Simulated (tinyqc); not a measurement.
Mobility of a non-polar semiconductor in the relaxation-time approximation. Changing the longitudinal mass m_l. Computed by tinyqc, a small Python program. Command: `OMP_NUM_THREADS=1 python tinyqc.py 3029607 3029608 out.jsonl rta sweep`. One thread of a shared host (Intel(R) Xeon(R) Processor @ 2.30GHz), about 0.02 s of CPU time with the checks.

Each valley is treated as a sphere of mass m_d for states and rates, with one isotropic relaxation time; the conductivity mass m_c sets the current.

Inputs (values chosen for the exercise, modelled on holes in silicon):
```
quantity,value,unit
transverse mass m_t,0.512,m_0
equivalent valleys Z,1,-
static permittivity eps_s,11.7,-
density rho,2329,kg/m^3
sound velocity v_l,9300,m/s
acoustic deformation potential D_A,5.1,eV
phonon energy hbar w,65.1,meV
optical or intervalley deformation potential D_o,8.7,1e8 eV/cm
final valleys Z_f,1,-
carrier density n,6e+16,1/cm^3
compensation ratio C,0.36,-
temperature T,300,K
neutral impurity density N_n,3.5e+15,1/cm^3
```

Band: parabolic. Impurity formula: Brooks-Herring. Further scattering: neutral impurities.

Constants: k_B = 8.617333262e-05 eV/K; m_0 = 9.1093837015e-31 kg; e = 1.602176634e-19 C; hbar = 1.054571817e-34 J s; eps_0 = 8.8541878128e-12 F/m; k_B = 1.380649e-23 J/K; hbar = 6.582119569e-16 eV s.

Method:
- m_d = (m_l m_t^2)^(1/3); 1/m_c = (1/m_l + 2/m_t)/3; Hall mass factor A = 3 K_m (K_m + 2)/(2 K_m + 1)^2, K_m = m_l/m_t; N_I = n (1 + C)/(1 - C).
- Parabolic band: E = hbar^2 k^2/(2 m), speed v = hbar k/m, states per spin, volume and energy g(E) = m k/(2 pi^2 hbar^2). Here m = m_d. Masses are multiplied by m_0 and all formulas are in SI units.
- The reduced Fermi level eta = E_F/(k_B T) solves n = 2 Z int g f dE with f = 1/(1 + exp(x - eta)) (Z = 1 unless valleys are given); screening length L_s = sqrt(eps_s eps_0 k_B T/(e^2 dn/deta)), dn/deta = 2 Z int g f (1 - f) dE.
- Integrals over x = E/(k_B T) use 160 Gauss-Legendre points in u = sqrt(x) from 0 to sqrt(max(eta, 0) + 32).
- Phonon occupation N_q = 1/(exp(hbar w/(k_B T)) - 1).
- Acoustic deformation potential (elastic, equipartition, absorption and emission together): 1/tau = 2 pi k_B T D_A^2 g(E)/(hbar rho v_l^2).
- Optical or intervalley deformation potential: 1/tau = (pi Z_f D_o^2/(rho w)) [N_q g(E + hbar w) + (N_q + 1) g(E - hbar w)], with g = 0 below the band edge.
- Each optical term is multiplied by (1 - f(E'))/(1 - f(E)), E' the final energy, for Pauli blocking.
- Singly charged impurities, momentum relaxation: 1/tau = N_I e^4 m (1 + 2 alpha E) Phi/(8 pi (eps_s eps_0)^2 hbar^3 k^3), with alpha = 0 for a parabolic band.
- Brooks-Herring: Phi = ln(1 + b) - b/(1 + b), b = 4 k^2 L_s^2.
- Neutral impurities (Erginsoy): 1/tau = 20 N_n a_B hbar/m, a_B = 4 pi eps_s eps_0 hbar^2/(m e^2).
- mu = (m_d/m_c) (2 Z e/(3 n k_B T)) int g v^2 tau f (1 - f) dE.
- Averages over x are split at the emission threshold x_0 = hbar w/(k_B T): 64 Gauss-Legendre points in sqrt(x) below it and 128 in sqrt(x - x_0) above it, up to x = max(eta, 0) + 32.
- Rates are added at each energy before the average. With <y> = int g v^2 y f (1 - f) dE: Hall factor r_H = A (3 n k_B T/(2 Z m_d)) <tau^2/(1 + 2 alpha E)>/<tau>^2 (alpha = 0 for a parabolic band); Hall mobility r_H mu; |S| = (k_B/e) (<x tau>/<tau> - eta); resistivity 1/(n e mu).

One run for each value:
```
longitudinal mass m_l (m_0),drift mobility mu (cm^2/(V s)),density-of-states mass m_d (m_0),conductivity mass m_c (m_0),Hall mass factor A,Seebeck coefficient |S| (microvolt/K)
0.51,718.1,0.511,0.5113,1.0000,624.7
0.73,583.9,0.576,0.5686,0.9878,636.0
1.00,494.3,0.640,0.6115,0.9623,646.1
1.50,405.1,0.733,0.6560,0.9209,659.4
2.10,346.8,0.820,0.6846,0.8864,670.7
3.00,296.0,0.923,0.7076,0.8540,683.0
4.30,253.2,1.041,0.7248,0.8272,695.6
6.10,217.9,1.169,0.7371,0.8068,708.1
```

Describe and explain the trends.

Over the rows, drift mobility mu (cm^2/(V s)) falls from 718 to 218 (exponent d ln y / d ln x -0.58 between the first rows and -0.43 between the last); density-of-states mass m_d (m_0) rises from 0.511 to 1.17 (exponent d ln y / d ln x about 0.33 throughout); conductivity mass m_c (m_0) rises from 0.511 to 0.737 (exponent d ln y / d ln x 0.30 between the first rows and 0.048 between the last). m_c stays below 1.5 m_t = 0.768 however large m_l gets, while m_d keeps growing as m_l^(1/3); A falls from 1 towards 3/4.

Caution (all rows): Erginsoy's formula holds for k a_B below about 0.5 and for dopants that stay neutral, which means low temperature; elsewhere it is only a rough constant rate.
